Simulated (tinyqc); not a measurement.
Photoconductance decay in a wafer: bulk and surface recombination modes, and iron detection by pair splitting: one step, computed by the program tinyqc.

Both faces of the wafer have the same S; injection is low and all coefficients are constant. x runs from -W/2 to W/2.

Task: Decay rates of the even modes. Even modes cos(a x) obey b tan b = S W/(2 D) with b = a W/2, odd modes sin(a x) obey -b cot b = S W/(2 D); each decays at the rate 1/tau_b + D a^2.

Inputs (values chosen for the exercise, modelled on p-type silicon):

| quantity | value | unit |
|---|---|---|
| thickness W | 200 | micrometre |
| diffusivity D | 23.6 | cm^2/s |
| bulk lifetime tau_b without iron | 250 | microsecond |
| surface recombination velocity S | 47 | cm/s |

Give: the table «The first four even modes: b, surface rate and decay time» with the columns b_n, surface rate D a^2 (1/s), decay time (microsecond), for n = 0, 1, 2, 3.

Result:

The first four even modes: b, surface rate and decay time:

| n | b_n | surface rate D a^2 (1/s) | decay time (microsecond) |
|---|---|---|---|
| 0 | 0.141 | 4.669e+03 | 1.154e+02 |
| 1 | 3.148 | 2.339e+06 | 4.269e-01 |
| 2 | 6.286 | 9.326e+06 | 1.072e-01 |
| 3 | 9.427 | 2.097e+07 | 4.767e-02 |
